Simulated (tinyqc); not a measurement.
Inside a calculation: mean-field antiferromagnet of the Hubbard model on the square lattice. Values are carried at full precision from step to step, so a last printed digit may differ when a step is redone from the rounded ones.

e(k) = -2 t (cx + cy) - 4 t2 cx cy, ci = cos ki; one electron a site; Q = (pi, pi). <n_up - n_dn> = m cos(Q.R) gives Delta = U m/2 and bands E = e+ -/+ sqrt(e-^2 + Delta^2), e+- = (e(k) +- e(k + Q))/2 (the constant U/2 is dropped). Means run over the mesh k_i = 2 pi (j + 1/2)/N of the whole zone: mu from mean(f(E-) + f(E+)) = 1; m(out) = mean of Delta (f(E-) - f(E+))/sqrt(e-^2 + Delta^2); free energy per site F = -kT mean[ln(1 + exp(-(E- - mu)/kT)) + ln(1 + exp(-(E+ - mu)/kT))] + mu + U m^2/4. Order at T > 0 in two dimensions is an artefact of mean field.

Constants: kB = 8.617333262e-05 eV/K.

Inputs chosen for the exercise: t = 1.16 eV (nearest hopping); t2 = 0 eV (second hopping); N = 4 (mesh); U = 4.42 eV (on-site repulsion); m0 = 0.25 (starting staggered moment); T = 600 K.

## Folded levels on the mesh

Collect the points with equal |e-| and e+.

Classes of points:

| \|e-\| (eV) | e+ (eV) | points |
|---|---|---|
| 0.00000 | 0.00000 | 8 |
| 3.28098 | 0.00000 | 8 |

## One mean-field step

From m = m0 form Delta, the two bands of each class and m(out).

Delta = 0.5525 eV

E-, E+ and Delta/sqrt(e-^2 + Delta^2) of each class:

| \|e-\| (eV) | E- (eV) | E+ (eV) | Delta/sqrt(e-^2 + Delta^2) |
|---|---|---|---|
| 0.0000 | -0.5525 | 0.5525 | 1.0000 |
| 3.2810 | -3.3272 | 3.3272 | 0.1661 |

m(out) = 0.5830

m(out) is above m0, so the next step starts from a larger moment.

## Self-consistency

Repeat with m = m(out) until |m(out) - m| < 1e-8; F(0) is the free energy at m = 0.

Iterations:

| step | m | Delta (eV) | m(out) | F (eV) |
|---|---|---|---|---|
| 1 | 0.250000 | 0.55250 | 0.583006 | -1.870773 |
| 2 | 0.583006 | 1.28844 | 0.682763 | -2.031084 |
| 3 | 0.682763 | 1.50891 | 0.708914 | -2.044998 |
| 4 | 0.708914 | 1.56670 | 0.715452 | -2.045943 |
| 5 | 0.715452 | 1.58115 | 0.717066 | -2.046002 |
| 6 | 0.717066 | 1.58472 | 0.717463 | -2.046006 |
| 7 | 0.717463 | 1.58559 | 0.717561 | -2.046006 |
| 8 | 0.717561 | 1.58581 | 0.717585 | -2.046006 |
| 9 | 0.717585 | 1.58586 | 0.717591 | -2.046006 |
| 10 | 0.717591 | 1.58588 | 0.717592 | -2.046006 |
| 11 | 0.717592 | 1.58588 | 0.717593 | -2.046006 |
| 12 | 0.717593 | 1.58588 | 0.717593 | -2.046006 |
| 13 | 0.717593 | 1.58588 | 0.717593 | -2.046006 |
| 14 | 0.717593 | 1.58588 | 0.717593 | -2.046006 |

m = 0.7176
Delta = 1.5859 eV
lowest E+ minus highest E- on the mesh = 3.1718 eV
F - F(0) = -369.68 meV

Converged in 14 steps. The ordered state lies 369.68 meV a site below the paramagnet and is an insulator on this mesh. A mesh of N = 48 gives m = 0.671 and F - F(0) = -176.2 meV.

## Checks

- Energy gain at U = 400 t against the exchange limit -z t^2/U a site (z neighbours), counted from -U/4 (eV): both -0.0116.

Computed by tinyqc, a small Python program: `OMP_NUM_THREADS=1 python tinyqc.py 1682670 1682671 out.jsonl` (the numbers bound the seed that draws the inputs); one thread of a shared host (Intel(R) Xeon(R) Processor @ 2.30GHz), about 0.2 s for the whole set of steps.
